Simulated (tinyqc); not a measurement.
Trap density from two Hall measurements.

Problem. p-type body, charge-sheet picture, full ionisation (an idealisation for deep acceptors), Boltzmann statistics for free electrons. e = Ec - EF at the surface. psi = Eg - Vt ln(Nv/Na) - e; N_dep = sqrt(2 eps0 eps_r Na (psi - Vt)/q); n_f = sqrt(N_dep^2 + 2 eps0 eps_r Vt Nc exp(-e/Vt)/q) - N_dep; Vg = Vfb + psi + q (N_dep + n_t + n_f)/Cox, Cox = eps0 eox/tox. Find e and n_t at both points and the mean trap density between them.

Parameters, values chosen for the exercise; band and dielectric values close to those of silicon: temperature T = 250 K; band gap Eg = 1.13 eV; relative permittivity eps_r = 11.5; conduction-band density of states at T Nc = 2.09e19 cm^-3; valence-band density of states at T Nv = 2.03e19 cm^-3; relative permittivity of the insulator eox = 3.9; insulator thickness tox = 32 nm; acceptor density Na = 9.6e16 cm^-3; flat-band voltage without trapped charge Vfb = -1.02 V.

Constants: q = 1.602176634e-19 C, kB = 1.380649e-23 J/K, Vt = kB T/q, eps0 = 8.8541878128e-14 F/cm where lengths are in cm. Results are converted to the units shown.

Vg (V): 2.1086790  4.1193914
free sheet density from the Hall effect (cm^-2): 1.6335514e8  2.1768860e10

Solution. Each n_f fixes e; what the gate voltage holds beyond psi, N_dep and n_f is trapped; the difference quotient is the density, smeared over a few Vt.

e (eV): 0.211  0.104
n_t (cm^-2): 5.89e11  1.78e12
mean trap density = 1.12e13 cm^-2 eV^-1

Computed by the program tinyqc: `OMP_NUM_THREADS=1 python tinyqc.py 2222242 2222243 out.jsonl`, one thread of a shared Intel Xeon 2.30GHz, about 0.02 s for the whole run.
